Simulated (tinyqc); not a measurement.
# Growth of a silicide layer between metal and silicon: linear-parabolic kinetics, ramp anneals and Kissinger analysis, step by step

A worked calculation. Computed by tinyqc, a small Python program that keeps every step. Command: `OMP_NUM_THREADS=1 python tinyqc.py 3009547 3009548 out.jsonl silicide walk`. One thread of a shared host (Intel(R) Xeon(R) Processor @ 2.30GHz), about 0.2 s of CPU time with the checks. Intermediate numbers are printed to about 5 digits and carried at full precision; extremes and crossings named in words are read from the listed rows.

One compound layer of thickness x grows by diffusion through itself and reaction at an interface, dx/dt = 1/(2x/K + 1/v), until the metal is used up at x = a h.

Inputs (values chosen for the exercise, modelled on CoSi): metal thickness h = 57 nm; silicide formed per metal thickness a = 2.02; silicon consumed per metal thickness b = 1.82; prefactor of the parabolic constant K = 1.3e+14 nm^2/s; activation energy E of K = 1.95 eV; prefactor of the interface velocity v = 1.1e+14 nm/s; activation energy E_v = 2.15 eV; temperature T = 435 C; time t = 8.8 s; ramp rate beta = 0.3 C/s; silicide resistivity = 110 micro-ohm cm; junction depth x_j = 31 nm.

Constants: k_B = 8.617333262e-05 eV/K.

## Final thickness

The silicide ends at the thickness a h.

final thickness = 115.14 nm

## Geometry at full reaction

Silicon consumed b h, sheet resistance rho/(final thickness) with 1 micro-ohm cm/nm = 10 ohm; margin to the junction x_j - b h.

silicon consumed = 103.74 nm

sheet resistance = 9.5536 ohm/square

margin to the junction = -72.74 nm

The silicide would punch through the junction.

## Isothermal growth

K = K0 exp(-E/(k_B T)), v = v0 exp(-E_v/(k_B T)). Temperatures in kelvin are T(C) + 273.15. x^2/K + x/v = t, so x = (K/(2v)) [sqrt(1 + 4 v^2 t/K) - 1], capped at a h; completion time t_c = (a h)^2/K + a h/v, a h being the final thickness; crossover thickness K/v.

K = 1.7224 nm^2/s

v = 0.054982 nm/s

crossover thickness = 31.327 nm

thickness at time t = 0.47659 nm

completion time = 9791.0 s

0 % has reacted. Diffusion makes up 79 % of the completion time.

## Ramp anneal

Ramp from x = 0 at 100 C at the rate beta: dx/dT = (1/beta)/(2x/K + 1/v), integrated adaptively (tolerance 1e-9) until x = a h at T_f.

completion temperature T_f = 553.68 C

## Kissinger analysis

Plot ln(beta/T_f^2) against 1/(k_B T_f), T_f in kelvin; minus the least-squares slope estimates the activation energy.

Ramps:
```
beta (C/s)  T_f (C)  1/(k_B T_f) (1/eV)  ln(beta/T_f^2)
0.03         494.25              15.122         -16.793
0.1          524.23              14.553         -15.665
0.3          553.68              14.035         -14.639
1            588.51              13.468         -13.518
3            622.92              12.951         -12.497
10           663.84              12.385         -11.383
30           704.51              11.870         -10.369
```

Kissinger energy = 1.975112 eV

A thousandfold faster ramp raises the completion temperature by only 210 C. The fit gives 1.975 eV, against E = 1.95 eV for diffusion and E_v = 2.15 eV for the interface: it lies 13 % of the way from E to E_v, as both steps resist. Caution: nucleation and competing phases are left out; disilicides such as CoSi2 and the low-resistance form of TiSi2 start by nucleation and follow this law at best in part.

Checks made by the program: isothermal closed form against integration (relative difference below 1e-10).
